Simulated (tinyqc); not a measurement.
Charge control and current of a heterostructure field-effect transistor: one step, computed by the program tinyqc.

Two subbands in a triangular well; E_F is counted from the conduction band edge of the channel at the interface.

Problem. Threshold and barrier capacitance. Threshold V_T = phi_B - dE_c - e N_d (d - spacer)/(eps eps_0) (in volts); C_b = eps eps_0/d.

Inputs (values chosen for the exercise, modelled on AlGaAs/GaAs): permittivity eps (barrier and channel) = 12.5; barrier thickness d = 34 nm; Schottky barrier phi_B = 0.92 eV; conduction band offset dE_c = 0.15 eV; delta-doping density N_d = 3.5e+12 1/cm^2; spacer between delta layer and channel = 3.9 nm.

Charge source: delta doping. Velocity law: smooth.

Constants: e = 1.602176634e-19 C; eps_0 = 8.8541878128e-12 F/m.

Give: threshold voltage V_T; barrier capacitance C_b.

Solution.

threshold voltage V_T = -0.7551 V

barrier capacitance C_b = 0.3255 microfarad/cm^2

The device is normally on.
